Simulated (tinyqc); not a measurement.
Sublattice potential against complex hopping: Haldane model. Computed by the program tinyqc. Command: `OMP_NUM_THREADS=1 python tinyqc.py 113180 113181 out.jsonl`; one thread of a shared host (Intel(R) Xeon(R) Processor @ 2.60GHz), about 0.08 s.

Honeycomb lattice:
```
parameter     value
t1 (eV)    2.320000
t2 (eV)    0.240000
phi (rad)  1.650000
```

H_AA = delta - 2 t2 sum cos(k.b + phi), H_BB = -delta - 2 t2 sum cos(k.b - phi), H_AB = -t1 (1 + exp(-i k.a1) + exp(-i k.a2)), b = a1, a2 - a1, -a2, m = 3 sqrt3 t2 sin(phi); the sign of the Chern number follows the orientation k1 then k2.

Gaps at the two valleys (eV) and Chern number of the lower band (12 x 12 mesh):
```
delta   gap 2|delta - m|  gap 2|delta + m|  Chern number
-2.238             6.962             1.990             0
-1.616             5.718             0.746             0
-0.746             3.978             0.994            -1
0.000              2.486             2.486            -1
0.497              1.492             3.480            -1
0.932              0.622             4.350            -1
1.554              0.622             5.594             0
2.486              2.486             7.458             0
```

Here |m| = 1.2432 eV. For |delta| < |m| the two valleys have masses of opposite sign and the Chern number is +/-1; one gap closes at |delta| = |m|, and beyond it the band is trivial.
